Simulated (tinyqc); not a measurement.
Inside a calculation. Method: harmonic frequencies on the RHF/sto-3g surface (energies and gradients from PySCF), for BeH+, spin multiplicity 1. One step of it, computed by the program tinyqc.

Question. One row of the Hessian: 1Bez. Displace 1Bez by +/-0.005 bohr; H(k, :) = (g(+) - g(-)) / (2 delta).

optimised positions (bohr):
```
            x         y          z
1Be  0.000000  0.000000  -0.131890
2H   0.000000  0.000000   2.367436
```

gradient at +delta (hartree/bohr):
```
              x           y            z
1Be  0.00000000  0.00000000   0.00109693
2H   0.00000000  0.00000000  -0.00109693
```

gradient at -delta (hartree/bohr):
```
              x           y            z
1Be  0.00000000  0.00000000  -0.00106266
2H   0.00000000  0.00000000   0.00106266
```

Give: row of the Hessian.

Answer.

row of the Hessian (hartree/bohr^2): 1Bex 0.000000, 1Bey 0.000000, 1Bez 0.215959, 2Hx 0.000000, 2Hy 0.000000, 2Hz -0.215959
